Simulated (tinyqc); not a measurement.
# Electron density from the filling shift

Problem. At zero temperature the Burstein-Moss shift of one parabolic valley is (C/me + C/mh) kF^2 with kF = (3 pi^2 n)^(1/3), C = hbar^2/(2 m0). Find kF and n.

Parameters, values chosen for the exercise: electron mass me = 0.0667 m0; hole mass mh = 0.493 m0.

Constants: q = 1.602176634e-19 C, hbar = 1.054571817e-34 J s, m0 = 9.1093837015e-31 kg, hbar^2/(2 m0) = 0.0380998212 eV nm^2. Results are converted to the units shown.

filling shift = 457.30522 meV

Answer. The shift gives kF^2, and n = kF^3/(3 pi^2).

kF = 0.8398 1/nm
n = 2.000e19 cm^-3

Computed by the program tinyqc: `OMP_NUM_THREADS=1 python tinyqc.py 2330124 2330125 out.jsonl`, one thread of a shared Intel Xeon 2.30GHz, about 0.01 s for the whole run.
